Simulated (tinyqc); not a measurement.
Sp3 tight binding, zinc-blende lattice, step by step. One step of it, computed by the program tinyqc.

Task: Bloch Hamiltonian at G. Slater-Koster rules over the four bonds with direction cosines (l, m, n): ss V_ss; s-px l V_sp; px-s -l V_sp; px-px l^2 V_pps + (1 - l^2) V_ppp; px-py l m (V_pps - V_ppp); each times exp(i k.d).

Parameters chosen for this model: zinc-blende lattice, anion at 0, cation at a/4 (1,1,1); V = eta hbar^2 / (m d^2), hbar^2/m = 7.619964 eV angstrom^2:
```
parameter          value      unit
a               5.400000  angstrom
d               2.338269  angstrom
Es anion      -11.230000        eV
Ep anion       -7.920000        eV
Es cation     -11.230000        eV
Ep cation      -7.920000        eV
eta ss         -1.460000
eta sp          1.710000
eta pp sigma    2.310000
eta pp pi      -0.800000
V ss           -2.034778        eV
V sp            2.383199        eV
V pp sigma      3.219409        eV
V pp pi        -1.114947        eV
```

k point G (2 pi / a): [0, 0, 0]

Give: H(k) at G.

Result:

H(k) at G (eV), order a s, a px, a py, a pz, c s, c px, c py, c pz:
```
[[-11.230, 0.000, 0.000, 0.000, -8.139, 0.000, 0.000, 0.000],
 [0.000, -7.920, 0.000, 0.000, 0.000, 1.319, 0.000, 0.000],
 [0.000, 0.000, -7.920, 0.000, 0.000, 0.000, 1.319, 0.000],
 [0.000, 0.000, 0.000, -7.920, 0.000, 0.000, 0.000, 1.319],
 [-8.139, 0.000, 0.000, 0.000, -11.230, 0.000, 0.000, 0.000],
 [0.000, 1.319, 0.000, 0.000, 0.000, -7.920, 0.000, 0.000],
 [0.000, 0.000, 1.319, 0.000, 0.000, 0.000, -7.920, 0.000],
 [0.000, 0.000, 0.000, 1.319, 0.000, 0.000, 0.000, -7.920]]
```
